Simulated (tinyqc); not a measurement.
## Single-electron transistor, orthodox theory and master equation: linear conductance against temperature

A metal island with n extra electrons joins the left lead (voltage V) and the right lead (0 V) by tunnel junctions and couples to a gate. Cs = CL + CR + Cg. Adding electron n + 1 costs mu(n) = [q (n + 1/2) - CL V - Cg Vg]/Cs (in volts); the Fermi levels are -V (left) and 0 (right). A jump that gains the energy W has the rate G(W) = (W/q)/(R [1 - exp(-W/Vt)]), W in volts, Vt = kB T/q. Sequential tunnelling only; I > 0 flows from left to right.

Onto the island: from the left W = -V - mu(n), from the right W = -mu(n); off the island (n + 1 to n): to the left W = mu(n) + V, to the right W = mu(n). Steady state: p(n + 1)/p(n) = (sum of on rates)/(sum of off rates), normalised. I = q sum_n [p(n + 1) (off to left) - p(n) (on from left)]. Enough charge states are kept that the digits shown do not change. The conductance is dI/dV at V = 0 times RL + RR, at Vg = q/(2 Cg) (peak) and Vg = 0 (valley).

Parameters, values chosen for the exercise:
- CL = 57 aF (capacitance of the left junction)
- CR = 72 aF (capacitance of the right junction)
- Cg = 38 aF (gate capacitance)
- RL = 100 kohm (resistance of the left junction)
- RR = 100 kohm (resistance of the right junction)

Constants: q = 1.602176634e-19 C, kB = 1.380649e-23 J/K, Vt = kB T/q. Results are converted to the units shown.

Results:
```
T (K)  kB T/(q^2/Cs)    peak    valley
0.24         0.02156  0.5000  3.920e-9
0.38         0.03413  0.5000  1.273e-5
0.6          0.05389  0.5000  0.001735
0.96         0.08623  0.5001   0.03506
1.5           0.1347  0.5041    0.1774
2.4           0.2156  0.5401    0.4238
6             0.5389  0.7400    0.7396
```

Estimate the missing row, T = 3.8 K.

Computed row:
```
T (K)  kB T/(q^2/Cs)    peak  valley
3.8           0.3413  0.6323  0.6172
```

With this row back in the table: At low temperature the peak is 0.500, the limit 1/2 of a metal island with only two charge states in play; it rises from 0.500 to 0.740, and the valley rises from 3.92e-9 to 0.740. Among the rows the valley is within 10 % of the peak from kB T = 0.34 q^2/Cs on: the oscillation is washed out.

Range of the model: Cotunnelling, which dominates deep in the blockade, is left out.

tinyqc, about 0.01 s, one thread, Intel Xeon 2.30GHz (shared host): `OMP_NUM_THREADS=1 python tinyqc.py 2780041 2780042 out.jsonl`
